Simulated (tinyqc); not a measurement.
Inside a calculation. Model: vacuum evaporation: vapour pressure, source flux, thickness distribution, purity and step coverage. Computed by tinyqc, a small Python program that keeps every step. Command: `OMP_NUM_THREADS=1 python tinyqc.py 3110414 3110415 out.jsonl evap walk`. One thread of a shared host (Intel(R) Xeon(R) Processor @ 2.30GHz), about 0.01 s of CPU time with the checks. Intermediate numbers are printed to about 6 digits and carried at full precision; extremes and crossings named in words are read from the listed rows.

Molecular flow, unit sticking of the metal, no re-evaporation. The background gas is taken as water vapour (18.015 g/mol, collision diameter 0.37 nm) at 300 K.

Inputs (values chosen for the exercise, modelled on gallium, with constants for the liquid):
```
quantity                         value    unit
molar mass M                     69.72   g/mol
film density rho                  5.91  g/cm^3
vapour-pressure constant A       10.73       -
vapour-pressure constant B       14000       K
source temperature T              1230       K
source area                       0.31    cm^2
directionality n                     1       -
source-to-wafer distance h          20      cm
wafer radius R                     2.5      cm
source offset from the axis s/h   0.63       -
background pressure p            1e-05      Pa
sticking of background gas         0.7       -
aspect ratio of a trench          0.73       -
```

Constants: u = 1.6605390666e-27 kg; k_B = 1.380649e-23 J/K; R = 8.314462618 J/(mol K).

## Vapour pressure and flux

log10(p_v/Pa) = A - B/T; flux from the surface Phi = p_v/sqrt(2 pi m k_B T), m = M u. Mass loss = Phi x area x m; heat of evaporation = ln(10) R B; d ln Phi/dT = ln(10) B/T^2 - 1/(2 T).

vapour pressure p_v = 0.222785 Pa

flux Phi = 2.00447e+17 1/(cm^2 s)

mass loss = 0.0258982 g/h

heat of evaporation = 268.027 kJ/mol

change of flux per kelvin = 2.09010 %/K

Holding the rate to 1 % needs the temperature to about 0.48 K.

## Rate and uniformity on a fixed wafer above the source

A small source emits (n + 1) Phi area cos^n(phi)/(2 pi) per solid angle; on a parallel plane at height h and lateral distance l the arrival rate is (n + 1) Phi area/(2 pi h^2) x (1 + (l/h)^2)^(-(n + 3)/2). Growth rate = arrival rate x m/rho, m = M u. The wafer is fixed and centred above the source.

arrival rate at the centre = 4.94482e+13 1/(cm^2 s)

growth rate at the centre = 0.00968656 nm/s

edge over centre = 0.969467

non-uniformity (max - min)/(max + min) = 1.55029 %

share of the material that lands on the wafer, 1 - (1 + (R/h)^2)^(-(n + 1)/2) = 1.53846 %

## Offset source and rotation

Rotating wafer, source offset by s and facing upwards: thickness at radius r is the mean over the angle a of (1 + (r^2 + s^2 - 2 r s cos a)/h^2)^(-(n + 3)/2), by 360 equal steps; non-uniformity (max - min)/(max + min) over 21 radii from 0 to R.

centre thickness relative to an axial source = 0.512471

edge over centre, rotating = 0.996525

non-uniformity, rotating = 0.174034 %

## Choosing the offset

The curvature at the centre vanishes at s/h = sqrt(2/(n + 3)).

Against the offset:
```
s/h  centre thickness  edge over centre  non-uniformity (%)
0.0           1.00000           0.96947             1.55029
0.2           0.92456           0.97389             1.32270
0.4           0.74316           0.98426             0.79335
0.5           0.64000           0.98991             0.50706
0.6           0.54066           0.99511             0.24525
0.7           0.45043           0.99954             0.02307
0.8           0.37180           1.00309             0.15428
0.9           0.30524           1.00578             0.28839
1.1           0.20475           1.00903             0.44935
```

The best row, s/h = 0.7, has 0.023 % against 1.6 % on the axis, at the price of a rate lower by a factor 2.22; the small-wafer optimum is sqrt(2/(n + 3)) = 0.71.

## Scattering and purity

Mean free path lambda = k_B T_g/(sqrt2 pi d^2 p); unscattered share exp(-h/lambda); gas arrival p/sqrt(2 pi m_g k_B T_g); impurity ratio = sticking x gas arrival/metal arrival; monolayer time = 1e15 cm^-2/(sticking x gas arrival).

mean free path = 680.983 m

unscattered share = 0.999706

gas arrival rate = 3.58398e+13 1/(cm^2 s)

impurity ratio = 0.507357

monolayer time = 39.8599 s

The gas that sticks amounts to more than a tenth of the metal, although few metal atoms scatter on the way: purity, not the free path, sets the vacuum needed.

## A trench at the wafer edge

Fixed wafer, axial point source, trench running tangentially at r = R: the beam arrives at tan(a) = R/h. Shadowed share of the floor = aspect ratio x tan(a) (at most 1); the wall facing the source grows at tan(a) times the field rate, the other wall not at all.

angle a = 7.12502 degrees

shadowed share of the floor = 0.09125

wall over field thickness = 0.125

Checks made by the program: share on the wafer by quadrature (relative difference 1e-09).
